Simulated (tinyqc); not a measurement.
What moves the results: two-band k.p model of the Delta valleys near the X point under shear strain. A value that a table varies takes the place of the one given here.

Valley pair on the [001] axis, kz counted from the X point, c = hbar^2/2m0, k0 = kx0 2 pi/a. H = (c kz^2/ml + c (kx^2 + ky^2)/mt + c k0^2/ml) 1 + (2 c k0 kz/ml) sigma_z + (D exy - 2 c kx ky/Mp) sigma_x, so E = c kz^2/ml + c (kx^2 + ky^2)/mt + c k0^2/ml -/+ sqrt((2 c k0 kz/ml)^2 + (D exy - 2 c kx ky/Mp)^2). Without strain the lower band has its minima, E = 0, at kz = +/- k0. Shifts from diagonal strain are left out.

For |eta| < 1: k_min = k0 sqrt(1 - eta^2), E_min = -Delta eta^2/2, ml(eta) = ml/(1 - eta^2), 1/m[110] = 1/mt + eta/Mp, 1/m[1-10] = 1/mt - eta/Mp. For |eta| > 1 the minimum sits at X: E_min = -Delta (2 |eta| - 1)/2, ml(eta) = ml/(1 - 1/|eta|), and eta is replaced by its sign in the transverse masses. Here Delta = 2 c k0^2/ml and eta = D exy/Delta.

s11 = (C11 + C12)/((C11 - C12)(C11 + 2 C12)), s12 = -C12/((C11 - C12)(C11 + 2 C12)), s44 = 1/C44; exx = s11 sxx + s12 (syy + szz) and cyclic, exy = s44 sxy/2; tension is positive. A uniaxial stress X along the unit vector n is s_ij = X n_i n_j.

Constants: hbar^2/2m0 = 3.80998211 eV angstrom^2; kB = 8.617333262e-05 eV/K.

Inputs chosen for the exercise (near those of Si; not measured data): a = 5.433 angstrom (lattice constant); ml = 0.926 m0 (longitudinal mass); mt = 0.199 m0 (transverse mass); kx0 = 0.149 2 pi/a (distance of the minimum from X); D = 12.7 eV (shear deformation potential); Mp = 0.23 m0 (coupling mass); C11 = 168.5 GPa; C12 = 62.9 GPa; C44 = 80.8 GPa; Xu = 8.76 eV (uniaxial potential); T = 200 K (temperature); exy = 0.01 (shear strain).

## Sweep of the shear strain

Delta = 2 c k0^2/ml, eta = D exy/Delta.

The minimum:

| exy | eta | k_min/k0 | E_min (meV) | ml(eta) | m[110] | m[1-10] | density-of-states mass |
|---|---|---|---|---|---|---|---|
| 0.0000 | 0.000 | 1.000 | 0.0 | 0.926 | 0.1990 | 0.1990 | 0.332 |
| 0.0019 | 0.099 | 0.995 | -1.2 | 0.935 | 0.1833 | 0.2176 | 0.334 |
| 0.0048 | 0.249 | 0.968 | -7.6 | 0.987 | 0.1637 | 0.2538 | 0.345 |
| 0.0096 | 0.499 | 0.867 | -30.4 | 1.233 | 0.1390 | 0.3502 | 0.392 |
| 0.0144 | 0.748 | 0.663 | -68.4 | 2.106 | 0.1208 | 0.5647 | 0.524 |
| 0.0173 | 0.899 | 0.438 | -98.8 | 4.837 | 0.1119 | 0.8964 | 0.786 |
| 0.0231 | 1.201 | 0.000 | -171.2 | 5.541 | 0.1067 | 1.4765 | 0.956 |
| 0.0308 | 1.601 | 0.000 | -269.0 | 2.467 | 0.1067 | 1.4765 | 0.730 |

What does this show?

The valleys reach X at eta = 1, that is exy = 0.0192. The shift is quadratic up to eta = 1 (-7.6 meV at eta = 0.25, -30.4 meV at 0.50) and linear beyond, while 1/m[110] rises linearly, taking m[110] from 0.199 to its floor 0.1067, a gain of 87 % in 1/m. ml(eta) diverges at eta = 1; the largest value listed is 5.54. A deformation-potential model with fixed masses misses all of this.

## Tension along [110]: repopulation and mass change

The z valleys move against the x and y valleys by Xu (ezz - exx) and, through the shear, by E_min. Share of the z valleys n = w/(w + 2 exp(dE/kT)), dE the total relative shift, w = sqrt(ml(eta) m[110] m[1-10]/(ml mt^2)). Along [110]: 1/m_c = n/m[110] + (1 - n)(1/ml + 1/mt)/2. Fixed masses means E_min = 0, w = 1, m[110] = mt. Gains are against 3/(1/ml + 2/mt) at a fixed scattering time.

Results:

| X (GPa) | Xu (ezz - exx) (meV) | E_min (meV) | m[110] | m_c fixed masses | m_c with shear | gain fixed (%) | gain with shear (%) |
|---|---|---|---|---|---|---|---|
| 0.00 | 0.0 | 0.0 | 0.1990 | 0.2695 | 0.2695 | 0.0 | 0.0 |
| 0.25 | -10.4 | -0.2 | 0.1923 | 0.2504 | 0.2449 | 7.6 | 10.1 |
| 0.50 | -20.7 | -0.8 | 0.1861 | 0.2334 | 0.2207 | 15.5 | 22.1 |
| 1.00 | -41.5 | -3.2 | 0.1747 | 0.2117 | 0.1858 | 27.3 | 45.1 |
| 1.50 | -62.2 | -7.1 | 0.1646 | 0.2031 | 0.1674 | 32.7 | 61.0 |
| 2.00 | -83.0 | -12.6 | 0.1557 | 0.2003 | 0.1563 | 34.6 | 72.5 |
| 3.00 | -124.4 | -28.4 | 0.1404 | 0.1991 | 0.1404 | 35.4 | 92.0 |

How do the results move?

At 1 GPa repopulation alone gives 27.3 % and the shear terms raise it to 45.1 %. From 2 to 3 GPa the fixed-mass gain grows by 0.8 points, towards its ceiling of 35.4 % when all electrons sit in the z valleys, whereas the gain with shear grows by 19.5 points because m[110] keeps falling.

## What each parameter does

Delta = 2 c k0^2/ml, eta = D exy/Delta. Each row changes one parameter from the base and keeps the others.

Results:

| case | eta | E_min (meV) | ml(eta) (m0) | m[110] (m0) | m[1-10] (m0) |
|---|---|---|---|---|---|
| base | 0.5198 | -33.01 | 1.2688 | 0.1373 | 0.3616 |
| ml = 0.86118 m0 | 0.4834 | -30.69 | 1.1238 | 0.1403 | 0.3421 |
| mt = 0.21293 m0 | 0.5198 | -33.01 | 1.2688 | 0.1438 | 0.4104 |
| kx0 = 0.13857 2 pi/a | 0.6010 | -38.16 | 1.4495 | 0.1309 | 0.4145 |
| D = 13.589 eV | 0.5562 | -37.79 | 1.3407 | 0.1344 | 0.3836 |
| Mp = 0.2461 m0 | 0.5198 | -33.01 | 1.2688 | 0.1401 | 0.3433 |
| exy = 0.0093 | 0.4834 | -28.55 | 1.2083 | 0.1403 | 0.3421 |

How do the results move?

The largest shifts from the base row, up to three for each result and ties (the steps differ in size, so this ranks the rows, not the parameters). eta: kx0 +0.0812, exy -0.0364, ml -0.0364, D +0.0364; unchanged at the printed digits by mt and Mp. E_min (meV): kx0 -5.16, D -4.78, exy +4.46; unchanged at the printed digits by mt and Mp. ml(eta) (m0): kx0 +0.1807, ml -0.1450, D +0.0719; unchanged at the printed digits by mt and Mp. m[110] (m0): mt +0.0065, kx0 -0.0063, ml +0.0030, exy +0.0030. m[1-10] (m0): kx0 +0.0529, mt +0.0488, D +0.0219.

tinyqc: `OMP_NUM_THREADS=1 python tinyqc.py 1051131 1051132 out.jsonl`; about 0.01 s, one thread, shared Intel(R) Xeon(R) Processor @ 2.30GHz.
